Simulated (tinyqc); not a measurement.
Electroplating on a thin resistive seed layer: kinetics, Wagner number and the terminal effect across a wafer: one step, computed by the program tinyqc. Command: `OMP_NUM_THREADS=1 python tinyqc.py 3120043 3120044 out.jsonl terminal walk`. One thread of a shared host (Intel(R) Xeon(R) Processor @ 2.30GHz), about 0.02 s of CPU time with the checks.

Current enters the seed at the rim. The bath is treated as a local resistance per area (no lateral flow in the liquid), two electrons per ion, molar volume 7.11 cm^3/mol, Faraday constant F = e N_A, kinematic viscosity 0.01 cm^2/s, omega = 2 pi x rpm/60; k_B T/e is in volts.

Problem. Linear estimate of the terminal effect. Linearised: with R_t = kinetic + bath resistance the current density obeys (1/r)(r i')' = i R_s/R_t, so i = A I_0(r/l), l = sqrt(R_t/R_s); with x = R/l, edge/centre = I_0(x) and edge/mean = x I_0(x)/(2 I_1(x)). Voltage drop in the seed for a uniform current: i R_s R^2/4.

Inputs (values chosen for the exercise, of the order of those for copper plating from an acid sulfate bath): wafer radius R = 15 cm; mean current density = 5.4 mA/cm^2; temperature T = 298 K.

kinetic resistance = 7.097748 ohm cm^2

bath resistance R_b = 71.66667 ohm cm^2

sheet resistance R_s = 2.407407 ohm/square

Give: length l; x = R/l; edge over centre, linear; edge over mean, linear; drop for uniform current.

Solution.

length l = 5.720 cm

x = R/l = 2.622

edge over centre, linear = 3.616

edge over mean, linear = 1.686

drop for uniform current = 731.25 mV
